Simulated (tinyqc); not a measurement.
# Worked calculation: van der Pauw, Hall and four-point-probe measurements on a doped layer

Numbers from tinyqc (`OMP_NUM_THREADS=1 python tinyqc.py 2850139 2850140 out.jsonl`; about 0.01 s on one thread of a shared Intel Xeon 2.30GHz). Printed values are rounded.

A uniform n-type layer with sheet resistance Rs = 1/(q ns mu), point contacts, low field (mu B small).

Inputs (values chosen for the exercise): sheet density of the layer ns = 8.5e12 cm^-2; drift mobility mu = 1000 cm^2/(V s); Hall factor rH = 1.1; magnetic field B = 0.3 T; current I = 1000 uA; side ratio a/b of a rectangular sample with corner contacts ar = 1.86; thickness of the layer t = 220 nm.

Constants: q = 1.602176634e-19 C. Results are converted to the units shown.

## Resistances and Hall voltage

Rs = 1/(q ns mu). For a rectangle with contacts at the corners, RA = (8 Rs/pi) sum_(k>=0) ln coth((2k + 1) pi a/(2 b)) with current along a short side b and voltage along the opposite one, RB the same with a and b exchanged; Hall voltage VH = rH B I/(q ns), negative for electrons.

Rs = 734.2952 ohm/square
RA = 10.84191 ohm
RB = 723.1398 ohm
VH = -24.23174 mV

RB/RA = 66.7; for a square both equal Rs ln 2/pi = 162 ohm.

## Starting value

z = 2 ln 2/(pi (RA + RB)), exact for RA = RB.

z at the start = 0.6012019 mS

## Iteration 1: new z

The van der Pauw equation exp(-pi RA z) + exp(-pi RB z) = 1 is solved for z = 1/Rs: e1 = exp(-pi RA z), e2 = exp(-pi RB z), f = e1 + e2 - 1, f' = -pi (RA e1 + RB e2), z(new) = z - f/f'.

e1 = 0.9797308
e2 = 0.2551721
f = 0.2349029
f' = -0.6130732 kohm
z after iteration 1 = 0.9843583 mS

## Iteration 2: new z

As before.

e1 = 0.9670278
e2 = 0.1068557
f = 0.07388349
f' = -0.2756938 kohm
z after iteration 2 = 1.252349 mS

## Course of the iteration

Stop when the step is below 1e-10 mS, or after 40 iterations.

Course of the iteration:
```
iteration  z before the step (mS)  step (mS)
1                       0.6012019      0.383
2                       0.9843583      0.268
3                        1.252349     0.0994
4                        1.351741     0.0100
5                        1.361762    8.84e-5
6                        1.361850    6.78e-9
7                        1.361850    < 1e-13
```

Converged in 7 iterations.

## Sheet density, mobility and bulk values

converged z = 1.361850 mS

Rs = 1/z; Hall sheet density B I/(q |VH|); Hall mobility |VH|/(Rs B I); true values ns = rH times the Hall density, mu = Hall mobility/rH; bulk density ns/t, resistivity Rs t; correction factor F = Rs/[(pi/ln 2)(RA + RB)/2].

Rs = 734.2952 ohm/square
Hall sheet density = 7.727273e12 cm^-2
Hall mobility = 1100 cm^2/(V s)
ns = 8.5e12 cm^-2
mu = 1000 cm^2/(V s)
bulk density = 3.863636e17 cm^-3
resistivity = 0.01615449 ohm cm
F = 0.4414597

Taking the mean of RA and RB without F would overstate Rs by 130 %.
